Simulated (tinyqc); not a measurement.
# Changing the overdrive V_ov

Model: thermal, flicker and telegraph noise of a field-effect transistor. Computed by tinyqc, a small Python program. Command: `OMP_NUM_THREADS=1 python tinyqc.py 3010683 3010684 out.jsonl noise sweep`. One thread of a shared host (Intel(R) Xeon(R) Processor @ 2.30GHz), about 0.01 s of CPU time with the checks.

Strong inversion, threshold roll-off and channel-length modulation left out; noise sources are uncorrelated and are given as one-sided spectral densities.

Inputs (values chosen for the exercise, modelled on a silicon n-channel):

| quantity | value | unit |
|---|---|---|
| width W | 0.24 | micrometre |
| length L | 130 | nm |
| electrical oxide thickness t | 4.5 | nm |
| mobility mu | 280 | cm^2/(V s) |
| saturation velocity v_s | 1 | 1e7 cm/s |
| thermal noise factor gamma | 0.667 | - |
| oxide trap density N_t | 5.6e+16 | 1/(eV cm^3) |
| oxide barrier phi | 2.7 | eV |
| oxide mass m_ox | 0.4 | m_0 |
| Coulomb scattering coefficient alpha_sc | 25000 | V s/C |
| frequency f | 10000 | Hz |
| temperature T | 300 | K |

Operating region: saturation. Flicker model: number with correlated mobility.

Constants: eps_0 = 8.8541878128e-12 F/m; hbar = 1.054571817e-34 J s; m_0 = 9.1093837015e-31 kg; e = 1.602176634e-19 C; k_B = 8.617333262e-05 eV/K; k_B = 1.380649e-23 J/K.

Method:
- C_ox = 3.9 eps_0/t; V_c = 2 v_s L/mu; I = W C_ox v_s V_ov^2/(V_ov + V_c); g_m = W C_ox v_s V_ov (V_ov + 2 V_c)/(V_ov + V_c)^2; g_d0 = mu C_ox (W/L) V_ov.
- Tunnelling length lambda = hbar/(2 sqrt(2 m_ox phi)); flat-band noise S_Vfb = e^2 k_B T lambda N_t/(W L C_ox^2 f). S_I = g_m^2 S_Vfb (1 + alpha_sc mu C_ox I/g_m)^2.
- Thermal: S_I = 4 k_B T gamma g_d0; input-referred S_V = S_I/g_m^2; corner f_c where flicker equals thermal.
- Total input noise from 1 Hz to f_c: sqrt(S_V,thermal [f_c ln(f_c/1 Hz) + f_c - 1 Hz]).

One run for each value:

| overdrive V_ov (V) | input-referred thermal noise (nV/sqrt(Hz)) | corner frequency f_c (Hz) | flicker S_I/I^2 (1/Hz) | g_m (microsiemens) |
|---|---|---|---|---|
| 0.20 | 15.739 | 1.9372e+07 | 3.9859e-11 | 59.49 |
| 0.32 | 14.390 | 3.6174e+07 | 2.2242e-11 | 82.30 |
| 0.40 | 14.057 | 4.9309e+07 | 1.7576e-11 | 94.20 |
| 0.50 | 13.920 | 6.7697e+07 | 1.4284e-11 | 106.36 |
| 0.63 | 13.989 | 9.4535e+07 | 1.1869e-11 | 118.80 |
| 0.79 | 14.271 | 1.3152e+08 | 1.0182e-11 | 130.40 |
| 1.00 | 14.799 | 1.8559e+08 | 8.9213e-12 | 141.47 |

Give the missing row, overdrive V_ov (V) = 0.25.

Computed row; columns: (1) overdrive V_ov (V); (2) input-referred thermal noise (nV/sqrt(Hz)); (3) corner frequency f_c (Hz); (4) flicker S_I/I^2 (1/Hz); (5) g_m (microsiemens):
```
(1)      (2)         (3)         (4)    (5)
0.25  14.988  2.5930e+07  2.9791e-11  69.84
```

Interpolating between the two neighbouring rows (linearly) misses most in flicker S_I/I^2 (1/Hz), by 9.2 %. Over the rows, input-referred thermal noise (nV/sqrt(Hz)) goes from 15.7 through a minimum among these rows, 13.9 at 0.500, to 14.8; corner frequency f_c (Hz) rises from 1.94e7 to 1.86e8 (exponent d ln y / d ln x 1.3 between the first rows and 1.5 between the last); flicker S_I/I^2 (1/Hz) falls from 3.99e-11 to 8.92e-12 (exponent d ln y / d ln x -1.3 between the first rows and -0.56 between the last).

Caution (all rows): fewer than one trap per decade of time constant is active, so one device shows telegraph steps and the 1/f law is only a mean over many devices.

Extremes, crossings and ranges named in words are read from the listed rows.
